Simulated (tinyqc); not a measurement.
Ideality, saturation current and resistance from three points.

Question. Well above the saturation current a diode obeys V = n Vt ln(I/I0) + I Rs. Find n, Rs and I0.

Inputs (values chosen for the exercise):
- T = 273 K (temperature)

Constants: q = 1.602176634e-19 C, kB = 1.380649e-23 J/K, Vt = kB T/q. Results are converted to the units shown.

currents (A): 3e-6  0.0006  0.01
voltages (V): 0.56005154  0.74488973  0.84857958

Answer. V is linear in the three unknowns n Vt, Rs and -n Vt ln I0, so three points give a linear system.

n = 1.480
Rs = 0.6100 ohm
I0 = 3.100e-13 A

Numbers from tinyqc (`OMP_NUM_THREADS=1 python tinyqc.py 2260146 2260147 out.jsonl`; about 0.01 s on one thread of a shared Intel Xeon 2.30GHz).
